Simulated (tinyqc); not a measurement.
Worked calculation: finite-difference solution of the diffusion equation on a small grid. Computed by tinyqc, a small Python program that keeps every step. Command: `OMP_NUM_THREADS=1 python tinyqc.py 3005858 3005859 out.jsonl fdiff walk`. One thread of a shared host (Intel(R) Xeon(R) Processor @ 2.30GHz), about 0.01 s of CPU time with the checks. Intermediate numbers are printed to about 6 digits and carried at full precision; extremes and crossings named in words are read from the listed rows.

dC/dt = D d2C/dx2 on nodes x_j = j dx, j = 0..8; the far end is sealed.

Inputs (values chosen for the exercise):

| quantity | value | unit |
|---|---|---|
| diffusivity D | 0.16 | nm^2/s |
| grid spacing dx | 20 | nm |
| time step dt | 770 | s |
| final time t_f | 12320 | s |

Boundary at x = 0: sealed surface. Scheme: explicit.

start values C_j, j = 0, 1, ... (% of a reference): 69.8  100  79.9  35  2.68  0  0  0  0

## Mesh ratio and operator

The operator M acts as (M C)_j = C_(j-1) - 2 C_j + C_(j+1); at the sealed far end a mirror node gives 2 C_(N-2) - 2 C_(N-1); at j = 0, a mirror node gives 2 C_1 - 2 C_0. r = D dt/dx^2.

mesh ratio r = 0.308

operator M:
```
    0   1   2   3   4   5   6   7
0  -2   2   0   0   0   0   0   0
1   1  -2   1   0   0   0   0   0
2   0   1  -2   1   0   0   0   0
3   0   0   1  -2   1   0   0   0
4   0   0   0   1  -2   1   0   0
5   0   0   0   0   1  -2   1   0
6   0   0   0   0   0   1  -2   1
7   0   0   0   0   0   0   1  -2
8   0   0   0   0   0   0   0   2

    8
0   0
1   0
2   0
3   0
4   0
5   0
6   0
7   1
8  -2
```

## Amplification factors

The mode of M with eigenvalue mu has its amplitude multiplied per step by g = (1 + (1 - theta) r mu)/(1 - theta r mu), with theta = 0 explicit, 1 implicit, 1/2 Crank-Nicolson; the explicit scheme is stable for r up to 2/|mu_min|.

eigenvalues mu of M: -4.00000  -3.84776  -3.41421  -2.76537  -2.00000  -1.23463  -0.58579  -0.15224  0.00000

factors g: -0.23200  -0.18511  -0.05158  0.14827  0.38400  0.61973  0.81958  0.95311  1.00000

largest stable r of the explicit scheme = 0.5

The smallest factor is -0.232: the shortest waves flip sign at each step while they decay.

## Time step 1

C at the start (%): 69.80  100.00  79.90  35.00  2.68  0.00  0.00  0.00  0.00

With r = D dt/dx^2: (1 - theta r M) C(new) = (1 + (1 - theta) r M) C(old); theta = 0 explicit, 1 implicit, 1/2 Crank-Nicolson.

C after step 1 (%): 88.40320  84.50760  72.26160  38.87464  11.80912  0.82544  0.00000  0.00000  0.00000

## Time step 2

The formulas are those given above.

C after step 2 (%): 86.0035  81.9357  65.7502  40.8216  16.7623  3.9542  0.2542  0.0000  0.0000

## All steps

The run takes n = round(t_f/dt) steps of length t_f/n. The dose is the trapezoidal sum of C dx; the error is the largest difference from exp(M D t/dx^2) C(0), the exact time evolution on the same grid.

Course of the run:

| step | t (s) | C_1 | C_4 | dose (% nm) | largest error |
|---|---|---|---|---|---|
| 1 | 770 | 84.5076 | 11.8091 | 5049.6 | 7.75440 |
| 2 | 1540 | 81.9357 | 16.7623 | 5049.6 | 3.04805 |
| 3 | 2310 | 78.2034 | 20.2277 | 5049.6 | 1.61810 |
| 4 | 3080 | 75.1691 | 22.5049 | 5049.6 | 1.30760 |
| 5 | 3850 | 72.3523 | 24.2455 | 5049.6 | 1.08831 |
| 6 | 4620 | 69.8051 | 25.6021 | 5049.6 | 0.92060 |
| 7 | 5390 | 67.4802 | 26.6922 | 5049.6 | 0.80003 |
| ... | ... | ... | ... | ... | ... |
| 10 | 7700 | 61.6112 | 28.8866 | 5049.6 | 0.81487 |
| 11 | 8470 | 59.9540 | 29.3692 | 5049.6 | 0.80892 |
| 12 | 9240 | 58.4183 | 29.7646 | 5049.6 | 0.79236 |
| 13 | 10010 | 56.9910 | 30.0886 | 5049.6 | 0.76984 |
| 14 | 10780 | 55.6606 | 30.3541 | 5049.6 | 0.74432 |
| 15 | 11550 | 54.4173 | 30.5717 | 5049.6 | 0.71768 |
| 16 | 12320 | 53.2526 | 30.7500 | 5049.6 | 0.69109 |

C at the end (%): 55.2288  53.2526  47.7263  39.7374  30.7500  22.2371  15.3938  11.0130  9.5112

largest error at t_f = 0.691087 %

final dose = 5049.6 % nm

final C_4 = 30.7500 %

The time-step error at the end is 0.69 on a scale of 55.2. Both ends are sealed, so the dose is conserved exactly, whatever the step.

## The three schemes as the step is halved

Each run reaches t_f in n equal steps; errors are the largest difference from exp(M D t_f/dx^2) C(0). A dash marks unstable explicit runs.

Largest error at t_f (%):

| steps n | r | explicit | implicit | Crank-Nicolson |
|---|---|---|---|---|
| 4 | 1.23200 | - | 2.45054 | 4.37718e-01 |
| 8 | 0.61600 | - | 1.30276 | 4.41720e-02 |
| 16 | 0.30800 | 0.691087 | 0.66780 | 1.09375e-02 |
| 32 | 0.15400 | 0.343313 | 0.33746 | 2.72734e-03 |
| 64 | 0.07700 | 0.171010 | 0.16955 | 6.81389e-04 |
| 128 | 0.03850 | 0.085332 | 0.08497 | 1.70319e-04 |
| 256 | 0.01925 | 0.042622 | 0.04253 | 4.25781e-05 |

From the last two rows, halving the step divides the error by 2.00 (explicit), 2.00 (implicit), 4.00 (Crank-Nicolson): a factor 2 marks first order in dt and 4 second order. The explicit scheme needs n of at least 10 to be stable; the other two are stable at any step.

Checks made by the program: matrix exponential against 4096 Crank-Nicolson steps (relative difference 3e-09).
